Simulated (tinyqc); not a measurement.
Long runs: velocity against field: Monte Carlo simulation of one carrier in a uniform electric field. Computed by tinyqc, a small Python program. Command: `OMP_NUM_THREADS=1 python tinyqc.py 3003378 3003379 out.jsonl mcfl walk`. One thread of a shared host (Intel(R) Xeon(R) Processor @ 2.30GHz), about 2 s of CPU time with the checks.

The force e F acts along +z. Flights end at the constant total rate Gamma; the part of Gamma that the real rates do not fill is self-scattering, which leaves k unchanged. One valley, no impurities and no intervalley scattering.

Inputs (values chosen for the exercise, for a model polar semiconductor):
```
quantity                                             value    unit
effective mass m                                      0.26     m_0
non-parabolicity alpha                                 0.2    1/eV
static permittivity eps_s                             11.4       -
high-frequency permittivity eps_inf                     10       -
density rho                                           5680  kg/m^3
sound velocity v_l                                    8240     m/s
acoustic deformation potential D_A                     4.5      eV
optical phonon energy hbar w                          18.2     meV
lattice temperature T                                  100       K
electric field F                                       1.7   kV/cm
energy E_max up to which Gamma must cover the rates    0.4      eV
seed of the random numbers                           36754       -
```

Crystal: polar. Band: Kane.

Constants: k_B = 1.380649e-23 J/K; e = 1.602176634e-19 C; hbar = 1.054571817e-34 J s; m_0 = 9.1093837015e-31 kg; hbar = 6.582119569e-16 eV s; eps_0 = 8.8541878128e-12 F/m; k_B = 8.617333262e-05 eV/K.

Method:
- Kane band: hbar^2 k^2/(2 m) = E (1 + alpha E), speed v = hbar k/(m (1 + 2 alpha E)), states per spin, volume and energy g(E) = m k (1 + 2 alpha E)/(2 pi^2 hbar^2); overlap factors are set to 1. Masses are multiplied by m_0 and all formulas are in SI units.
- Phonon occupation N_q = 1/(exp(hbar w/(k_B T)) - 1).
- Acoustic deformation potential (elastic, equipartition, absorption and emission together): 1/tau = 2 pi k_B T D_A^2 g(E)/(hbar rho v_l^2).
- Polar optical, unscreened: W = e^2 w (1/eps_inf - 1/eps_s) m (1 + 2 alpha E') ln|(k + k')/(k - k')| / (4 pi eps_0 hbar^2 k), times N_q for absorption (E' = E + hbar w) and N_q + 1 for emission (E' = E - hbar w > 0), with alpha = 0 for a parabolic band; mean cosine of the angle <cos> = (k^2 + k'^2)/(2 k k') - 1/ln|(k + k')/(k - k')|.
- Gamma is 1.05 times the largest total rate on the grid E = (j + 1/2) E_max/400, j = 0..399.
- On the grid E_j = (j + 1/2) hbar w/12 up to 20 k_B T + 2 hbar w, solve (sum of rates) l(E) = v(E) + W_abs <cos> l(E + hbar w) + W_em <cos> l(E - hbar w); mu_0 = e sum g v l exp(-E/k_B T)/(3 k_B T sum g exp(-E/k_B T)).
- Flight: t = -ln(r1)/Gamma; k_z grows by e F t/hbar; E follows from the band; dz = (E_end - E_start)/(e F).
- Choice: with cumulative rates in the order acoustic, absorption, emission, the process is the first whose sum exceeds r2 Gamma; if none, self-scattering.
- Final state: E' = E, E + hbar w or E - hbar w gives k'. Isotropic processes: cos(theta) = 1 - 2 r3 from the z axis, phi = 2 pi r4, k' (sin theta cos phi, sin theta sin phi, cos theta). Polar processes: cos(b) = [1 + xi - (1 + 2 xi)^r3]/xi, xi = 2 k k'/(k - k')^2, b from the old direction n; new direction cos b n + sin b (cos phi e1 + sin phi e2), e1 = (z x n)/|z x n|, e2 = n x e1.
- Each row: 250 carriers from a thermal start, 1600 flights each, the first half discarded, random numbers not printed; the error is the standard error over ten groups; the mean energy is taken at the ends of flights, which sample time evenly. Fields at which more than 0.02 % of the events exceed Gamma are left out.

Gamma = 8.67165 1e12/s

low-field mobility mu_0 = 4680.03 cm^2/(V s)

Monte Carlo results:
```
F (kV/cm)  drift velocity (1e5 m/s)  error (1e5 m/s)  mu_0 F (1e5 m/s)  mean energy (meV)  real events (%)
0.42                          0.176           0.0044            0.1966               13.2             28.4
0.85                          0.320           0.0046            0.3978               13.9             29.5
1.70                          0.513           0.0039            0.7956               15.7             33.1
3.40                          0.769           0.0050            1.5912               22.4             43.5
```

What follows from these numbers?

At the lowest field the drift velocity is 0.90 +/- 0.02 of the ohmic value mu_0 F, at the highest 0.48 +/- 0.00. The mean energy goes from 13 to 22 meV against the parabolic-band thermal value 3 k_B T/2 = 13 meV: the carriers heat, more of them reach the emission threshold, where they lose momentum, and the curve bends below the ohmic line. Only 28 to 44 % of the events are real; the rest is the price of a constant Gamma.

Extremes, crossings and ranges named in words are read from the listed rows.
